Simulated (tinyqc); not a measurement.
What moves the results: carrier statistics of a doped semiconductor with parabolic bands. A value that a table varies takes the place of the one given here.

Eg(T) = Eg0 - al T^2/(T + be); m_de = Mv^(2/3) (ml mt^2)^(1/3); m_dh = (mhh^(3/2) + mlh^(3/2))^(2/3); Nc and Nv from N = 2 (m kB T/(4 pi c))^(3/2) with c = hbar^2/2m0, in 1/angstrom^3; times 1e24 for 1/cm^3.

Energies are counted from Ev, so Ec = Eg. n = Nc F_1/2((EF - Eg)/kT), p = Nv F_1/2(-EF/kT), ND+ = ND/(1 + 2 exp((EF - Eg + ED)/kT)), NA- = NA/(1 + 4 exp((EA - EF)/kT)); neutrality asks p + ND+ = n + NA-. F_j(eta) = (1/Gamma(j + 1)) integral_0^infinity x^j dx/(1 + exp(x - eta)), which tends to exp(eta) for eta << 0.

Constants: hbar^2/2m0 = 3.80998211 eV angstrom^2; kB = 8.617333262e-05 eV/K.

Inputs chosen for the exercise (near those of AlAs; not measured data): Eg0 = 2.261 eV (gap at 0 K); al = 0.00071 eV/K (Varshni alpha); be = 526 K (Varshni beta); ml = 0.977 m0 (longitudinal electron mass); mt = 0.224 m0 (transverse electron mass); Mv = 3 (equivalent valleys); mhh = 0.769 m0 (heavy-hole mass); mlh = 0.152 m0 (light-hole mass); ND = 3.9e+14 1/cm^3 (donors); NA = 5.8e+14 1/cm^3 (acceptors); ED = 0.0704 eV (donor level below Ec); EA = 0.0576 eV (acceptor level above Ev); T = 500 K.

## Temperature

Neutrality solved at each temperature; ni = sqrt(Nc Nv) exp(-Eg/2kT).

Carriers (1/cm^3):
```
T (K)  EF (eV)         n         p  majority / |ND - NA|        ni  Eg (eV)
30      0.0630    <1e-99  1.49e+07              7.86e-08    <1e-99   2.2599
50      0.0667    <1e-99  2.38e+11               0.00125  1.91e-96   2.2579
77      0.0736    <1e-99  3.66e+13                 0.192  3.92e-56   2.2540
120     0.1057  5.93e-72  1.69e+14                 0.888  3.16e-29   2.2452
200     0.1875  4.94e-33  1.89e+14                 0.994  9.66e-10   2.2219
300     0.2968  3.35e-13  1.90e+14                 0.999      7.97   2.1836
450     0.4688      11.6  1.90e+14                  1.00  4.69e+07   2.1137
600     0.6474  1.06e+08  1.90e+14                  1.00  1.42e+11   2.0340
800     0.8852  2.25e+13  2.13e+14                  1.12  6.92e+13   1.9183
1000    0.8996  3.09e+15  3.28e+15                  17.3  3.18e+15   1.7957
```

Ionisation is incomplete: the majority density is below 90 % of the net doping at 30, 50, 77 and 120 K, down to a share of 7.9e-08. It is within 10 % of the net doping at 200, 300, 450 and 600 K. At 800 and 1000 K thermal pairs lift it more than 10 % above the net doping; ni has reached 3.18e+15 1/cm^3 at 1000 K against a net doping of 1.90e+14. EF goes from 0.063 eV to 0.900 eV, where midgap is 0.898 eV and the intrinsic level (Boltzmann) 0.902 eV.

## Doping level

Only acceptors are present (ND = 0); eta is the distance of EF beyond the valence edge in units of kT.

Neutral state:
```
NA (1/cm^3)  EF (eV)  majority (1/cm^3)  ionised share     eta
1.0e+14       0.5554           1.00e+14          1.000  -12.89
1.0e+15       0.4562           1.00e+15          1.000  -10.59
1.0e+16       0.3571           9.96e+15          0.996   -8.29
1.0e+17       0.2593           9.64e+16          0.964   -6.02
1.0e+18       0.1695           7.70e+17          0.770   -3.93
3.0e+18       0.1332           1.77e+18          0.591   -3.09
1.0e+19       0.0983           3.91e+18          0.391   -2.28
3.0e+19       0.0693           7.42e+18          0.247   -1.61
```

The impurity level lies at 0.0576 eV. The ionised share falls from 1.000 to 0.247 as EF approaches it; it is below one half from 1e+19 1/cm^3 on. Over the last two rows the doping grows threefold and the majority density by a factor 1.90. EF comes within 3 kT of the majority band edge from 1e+19 1/cm^3 on. Above roughly 2e+19 1/cm^3 (N^(1/3) a = 0.26, with the radius a = sqrt(c/(m E)) from the ionisation energy E and the mass mhh) the levels merge with the band and real ionisation is complete; sharp levels then overstate freeze-out.

## What each input does

Neutrality solved anew for each case. Each row changes one parameter from the base and keeps the others.

Results:
```
case                 EF (eV)  n (1/cm^3)  p (1/cm^3)
base                  0.5277    6.73e+03    1.90e+14
T = 520 K             0.5515    6.17e+04    1.90e+14
ND = 7.8e+14 1/cm^3   1.5668    2.00e+14    6.39e+03
NA = 2.9e+14 1/cm^3   1.5369    1.00e+14    1.28e+04
Eg0 = 2.311 eV        0.5277    2.11e+03    1.90e+14
mt = 0.2688 m0        0.5277    8.07e+03    1.90e+14
mhh = 0.9228 m0       0.5387    8.67e+03    1.90e+14
EA = 0.0864 eV        0.5277    6.73e+03    1.90e+14
```

The largest shifts from the base row, up to three for each result and ties (the steps differ in size, so this ranks the rows, not the parameters). EF (eV): ND +1.0391, NA +1.0092, T +0.0237; unchanged at the printed digits by Eg0, mt and EA. n (1/cm^3): ND +2.00e+14, NA +1.00e+14, T +5.50e+04; unchanged at the printed digits by EA. p (1/cm^3): ND -1.90e+14, NA -1.90e+14; unchanged at the printed digits by T, Eg0, mt, mhh and EA.

Computed by tinyqc, a small Python program: `OMP_NUM_THREADS=1 python tinyqc.py 1651990 1651991 out.jsonl` (the numbers bound the seed that draws the inputs); one thread of a shared host (Intel(R) Xeon(R) Processor @ 2.30GHz), about 0.01 s for the whole set of steps.
